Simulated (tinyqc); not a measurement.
Sensitivity of the reflectance: thin-film optics by transfer matrices.

Indices N = n + i k. Snell: N0 sin(theta) = N_j sin(theta_j), with Im(N_j cos theta_j) >= 0. Admittance y_j = N_j cos theta_j for s and N_j/cos theta_j for p. Phase delta_j = 2 pi N_j cos theta_j d_j/lambda. Layer matrix [[cos delta, -i sin delta/y], [-i y sin delta, cos delta]], multiplied from the top down to M. (B, C) = M (1, y_sub); r = (y0 B - C)/(y0 B + C), R = |r|^2, T = 4 Re y0 Re y_sub/|y0 B + C|^2, absorbed in the films 1 - R - T.

Inputs chosen for the exercise (indices near those of HfO2, SiO2 on polySi; not measured data):
```
symbol  value                  unit     meaning
lam     193                    nm       vacuum wavelength
n0      1.44                            ambient index
n       (2.855, 1.594, 0.981)           n of HfO2, SiO2, substrate
k       (0.6, 0, 2.135)                 k in the same order
d       (17.7, 160)            nm       thicknesses, top first
theta   45                     degrees  angle of incidence
```

R for both polarisations.

One parameter was then changed.

Results before and after:
```
case        R_s     R_p     T_s
base     0.2904  0.1234  0.1333
changed  0.3711  0.1601  0.1017
```

Which of these changes was made? (a) d = (22.7, 160) nm; (b) k = (0.6, 0, 2.358); (c) lam = 198 nm; (d) theta = 50 degrees; (e) n = (2.912, 1.594, 0.981).

Answer: (a) d = (22.7, 160) nm. Of the candidates, run in turn, only this one gives the changed row.

All candidates:
```
case                          R_s     R_p     T_s
base                       0.2904  0.1234  0.1333
d = (22.7, 160) nm         0.3711  0.1601  0.1017
n = (2.912, 1.594, 0.981)  0.3157  0.1384  0.1293
k = (0.6, 0, 2.358)        0.2791  0.1168  0.1278
lam = 198 nm               0.1947  0.0785  0.1883
theta = 50 degrees         0.1037  0.0229  0.2935
```

Computed by tinyqc, a small Python program: `OMP_NUM_THREADS=1 python tinyqc.py 1651872 1651873 out.jsonl` (the numbers bound the seed that draws the inputs); one thread of a shared host (Intel(R) Xeon(R) Processor @ 2.30GHz), about 0.01 s for the whole set of steps.
